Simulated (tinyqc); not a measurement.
Comparisons within one model: periodic multilayer mirror for extreme ultraviolet light. A value that a table varies takes the place of the one given here.

s polarisation, vacuum above. q_j = sqrt(N_j^2 - sin^2 theta); interface r_jk = (q_j - q_k)/(q_j + q_k) exp(-2 (2 pi/lam)^2 q_j q_k sg^2) (Nevot-Croce; sg = 0 if not given); phase factor of a layer x_j = exp(4 pi i q_j d_j/lam). Each period has the spacer (thickness (1 - Gm) L) on top of the absorber (Gm L). In this recursion R is the amplitude; R in tables and results is the reflectance, its squared modulus. The substrate is of the spacer material. Starting with R = 0 in it, each interface upward gives R -> (r + R x)/(1 + r R x), x that of the layer below the interface (1 for the substrate).

Parameters, chosen for this exercise (optical constants near those of Mo and Si at 13.5 nm; not measured data):
- lam = 13.5 nm (wavelength)
- dA = (0.0785, 0.00611) (delta and beta of the absorber, N = 1 - delta + i beta)
- dS = (0.001, 0.00185) (delta and beta of the spacer and the substrate)
- L = 7.05 nm (period)
- Gm = 0.49 (absorber share of the period)
- theta = 6 degrees (angle from the normal)
- sg = 0.5 nm (interface roughness)
- Np = 60 (periods)

## Number of periods

The last column sets both beta to zero.

Reflectance:
```
periods,R,R without absorption
5,0.109,0.124
10,0.316,0.393
15,0.487,0.643
20,0.594,0.810
30,0.680,0.953
40,0.701,0.989
50,0.706,0.997
60,0.707,0.999
80,0.707,1.000
100,0.707,1.000
```

R reaches 0.701 at 40 periods and 0.707 at 100; it stays within 0.01 of the last value from 40 periods on. Without absorption the last value is 1.000: absorption, not the count of layers, caps the mirror, and the roughness, which weakens each reflection, lowers that cap further.

## Wavelength

The optical constants are held fixed.

Reflectance:
```
lam (nm),R
12.9,0.084
13.0,0.135
13.1,0.228
13.2,0.469
13.3,0.611
13.4,0.675
13.5,0.707
13.6,0.715
13.7,0.686
13.8,0.502
13.9,0.200
14.0,0.116
14.1,0.090
14.2,0.063
14.3,0.038
```

The largest value listed is 0.715 at 13.6 nm, against lam_B = 2 L Re(mean q) = 13.470 nm; the peak lies on the long side, where the nodes of the standing wave fall in the absorber. R exceeds half of that from 13.2 to 13.8 nm of the wavelengths listed, at least 4.4 % of the wavelength; a chain of ten mirrors narrows it, since R^10 falls to half where R has lost only 7 %.

## Absorber share

For each Gm the period is set so that lam_B = 2 L Re(mean q) equals lam - 0.09 nm.

Results:
```
Gm,L (nm),R
0.15,6.829,0.537
0.20,6.856,0.638
0.25,6.884,0.687
0.30,6.911,0.712
0.35,6.939,0.722
0.40,6.967,0.725
0.45,6.996,0.721
0.50,7.024,0.712
0.60,7.082,0.675
0.70,7.141,0.603
```

The largest value listed is 0.725 at 0.4. The contrast of a period goes as sin(pi Gm) and is largest at 0.5, while the loss grows with Gm; R is 0.712 at 0.5, 0.712 at 0.3 and 0.603 at 0.7. Absorption pulls the best share below 0.5.

## Angle of incidence

Results:
```
theta (degrees),lam_B (nm),R
0,13.550,0.684
2,13.542,0.687
4,13.515,0.696
6,13.470,0.707
8,13.407,0.715
10,13.327,0.710
12,13.229,0.653
14,13.113,0.267
16,12.980,0.145
18,12.830,0.110
20,12.662,0.065
```

lam_B = 2 L Re(mean q) falls with the angle, from 13.550 to 12.662 nm; the largest value listed is 0.715 at 8 degrees. R stays above 90 % of that value at 0, 2, 4, 6, 8, 10 and 12 degrees, which bounds the cone of light that a mask or mirror with this period accepts.

## Tolerances

R of the mirror, and R^10 for a chain of ten such mirrors. Each row changes one parameter from the base and keeps the others.

Results:
```
case,R,R^10
base,0.7068,0.0311
L = 7.09 nm,0.6855,0.0229
Gm = 0.53,0.7025,0.0293
theta = 8 degrees,0.7146,0.0347
sg = 0.7 nm,0.6830,0.0221
"dA = (0.0785, 0.00733)",0.6730,0.0191
lam = 13.55 nm,0.7138,0.0343
```

The largest shifts from the base row, up to three for each result and ties (the steps differ in size, so this ranks the rows, not the parameters). R: dA -0.0338, sg -0.0238, L -0.0212. R^10: dA -0.0120, sg -0.00902, L -0.00818.

Run: tinyqc, `OMP_NUM_THREADS=1 python tinyqc.py 1680205 1680206 out.jsonl`; Intel(R) Xeon(R) Processor @ 2.30GHz, one thread, shared host; about 0.01 s of CPU time with all checks.
